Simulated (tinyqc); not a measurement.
Inputs raised by 2 %, one at a time: correction of a charged-defect supercell by a model charge and potential alignment (plane-averaged potentials). Computed by tinyqc, a small Python program. Command: `OMP_NUM_THREADS=1 python tinyqc.py 3113609 3113610 out.jsonl align sens`. One thread of a shared host (Intel(R) Xeon(R) Processor @ 2.30GHz), about 0.02 s of CPU time with the checks.

The "true" defect charge is (1 - x) q in a Gaussian of width sigma plus x q in one of width sigma_t, so the exact answer is known; the correction sees only a single model Gaussian of width sigma_m. A Gaussian of width s has the transform rho(G) = exp(-G^2 s^2/2), normalised to 1. A uniform background cancels q, so G = 0 is left out. Potentials are those felt by a unit positive charge. E_0 is the formation energy of the isolated defect, E_cell its value in the supercell, E_lat = E_iso - E_per of the model charge, C the true less the model potential far from the defect; the exact correction is E_0 - E_cell, and the error of a scheme is E_cell plus its correction less E_0.

Inputs (values chosen for the exercise, with screening close to that of Al2O3):
```
quantity,value,unit
defect charge q,1,e
dielectric constant eps,8.98,-
edge of the cubic cell L,14.1,angstrom
width sigma of the true defect charge,1,angstrom
width sigma_m of the model charge,0.83,angstrom
share x of the charge in a wide tail,0.086,-
width sigma_t of the tail,1.6,angstrom
formation energy of the isolated defect E_0,5.8,eV
```

Constants: e^2/(4 pi eps_0) = 14.39964548 eV angstrom.

Method:
- Periodic energy E_per = (2 pi q^2/(eps L^3)) (e^2/(4 pi eps_0)) sum_(G != 0) rho(G)^2/G^2, G = (2 pi/L)(n1, n2, n3), |n_i| <= 16. Isolated energy: two Gaussians of charges q_a, q_b and widths a, b interact by q_a q_b (e^2/(4 pi eps_0 eps)) sqrt(2/pi)/sqrt(a^2 + b^2), and the self-energy is half the sum over pairs.
- Supercell value E_cell = E_0 + E_per - E_iso for the true charge.
- E_lat = E_iso - E_per for the model charge; point-charge value alpha q^2 e^2/(4 pi eps_0 eps 2 L) with alpha = 2.837297.
- Plane-averaged potential at distance z from the defect: V(z) = (4 pi q/(eps L^3)) (e^2/(4 pi eps_0 e)) sum_(m != 0) rho(G_m) cos(G_m z)/G_m^2, G_m = 2 pi m/L, |m| <= 40.
- C = difference at z = L/2; E_corr = E_cell + E_lat - q C. For charges that have died out at L/2, C = (2 pi q/(eps L^3)) (e^2/(4 pi eps_0 e)) (<s^2> - sigma_m^2), <s^2> = (1 - x) sigma^2 + x sigma_t^2.

Runs:
```
input moved,from,to,E_lat (eV),alignment C (V),error without alignment (meV),error with the point-charge term alone (meV)
base run,-,-,0.1589,0.001600,1.600,4.076
dielectric constant eps,8.98,9.1596,0.1557,0.001569,1.569,3.996
edge of the cubic cell L (angstrom),14.1,14.382,0.1558,0.001508,1.508,3.841
width sigma of the true defect charge (angstrom),1,1.02,0.1589,0.001733,1.733,4.209
width sigma_m of the model charge (angstrom),0.83,0.8466,0.1588,0.001500,1.500,4.076
width sigma_t of the tail (angstrom),1.6,1.632,0.1589,0.001632,1.632,4.108
share x of the charge in a wide tail,0.086,0.08772,0.1589,0.001610,1.610,4.086
```

Exponents ln(y'/y) / ln(x'/x):
```
input,E_lat,alignment C,error without alignment,error with the point-charge term alone
dielectric constant eps,-1.000,-1.000,-1.000,-1.000
edge of the cubic cell L,-0.969,-3.000,-3.000,-3.000
width sigma of the true defect charge,0.000,4.023,4.023,1.618
width sigma_m of the model charge,-0.032,-3.259,-3.259,0.000
width sigma_t of the tail,0.000,0.998,0.999,0.394
share x of the charge in a wide tail,0.000,0.303,0.303,0.119
```

Among the inputs moved here: E_lat answers most in size to dielectric constant eps (exponent -1.000), next to edge of the cubic cell L (-0.969); its exponent is below 0.0005 for width sigma of the true defect charge, width sigma_t of the tail, share x of the charge in a wide tail. Alignment C answers most in size to width sigma of the true defect charge (exponent +4.023), next to width sigma_m of the model charge (-3.259). Its exponent -3.000 in edge of the cubic cell L: a second moment over the volume. Error without alignment answers most in size to width sigma of the true defect charge (exponent +4.023), next to width sigma_m of the model charge (-3.259). Error with the point-charge term alone answers most in size to edge of the cubic cell L (exponent -3.000), next to width sigma of the true defect charge (+1.618); its exponent is below 0.0005 for width sigma_m of the model charge. Its exponent -3.000 in edge of the cubic cell L: the next term after the point charge.
